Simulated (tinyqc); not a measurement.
Thin-body transistor below threshold, two-dimensional Poisson equation on a small mesh: one step of the calculation.

A thin body on a thick buried insulator of low permittivity, taken as carrying no normal field at the bottom of the body (row 0). Mobile charge is neglected (subthreshold), the body is fully depleted, and potentials are counted from the intrinsic level; rows run upward to the gate, columns from source to drain.

Problem. Barrier, swing and barrier lowering. The barrier is read along row 0, the path farthest from the gate. Take the node j of lowest psi: barrier Vbi - psi_j; swing Vt ln 10/(d psi_j/dVg); DIBL = (d psi_j/dVd)/(d psi_j/dVg). The derivatives solve the same equations with s = 0 and a unit change of that voltage.

Parameters, values chosen for the exercise:
```
symbol,value,unit,meaning
T,300,K,temperature
Vbi,0.56,V,potential of the source
```

Constants: q = 1.602176634e-19 C, kB = 1.380649e-23 J/K, Vt = kB T/q. Results are converted to the units shown.

converged psi (V):
```
              j=0         j=1         j=2         j=3         j=4         j=5         j=6
row 0  0.56000000  0.32290933  0.18995461  0.15220616  0.20172894  0.35052201  0.61000000
row 1  0.56000000  0.30321411  0.17248407  0.13671253  0.18324591  0.32919521  0.61000000
row 2  0.56000000  0.23320640  0.12019593  0.09270618  0.12772429  0.25317132  0.61000000
row 3  0.28000000  0.13188045  0.06863451  0.05281384  0.07288618  0.14309204  0.30500000
row 4  0.00000000  0.00000000  0.00000000  0.00000000  0.00000000  0.00000000  0.00000000
```

d psi/dVg on row 0: j=0 0.00000000, j=1 0.38267820, j=2 0.60467167, j=3 0.67388500, j=4 0.60467167, j=5 0.38267820, j=6 0.00000000
d psi/dVd on row 0: j=0 0.0000000, j=1 0.0325341, j=2 0.0799208, j=3 0.1630575, j=4 0.3154075, j=5 0.5847877, j=6 1.0000000

Wanted: j; barrier; swing; DIBL.

Solution.

j = 3
barrier = 0.4078 V
swing = 88.33 mV/decade
DIBL = 242.0 mV/V

Computed by the program tinyqc: `OMP_NUM_THREADS=1 python tinyqc.py 2480172 2480173 out.jsonl`, one thread of a shared Intel Xeon 2.30GHz, about 0.1 s for the whole run.
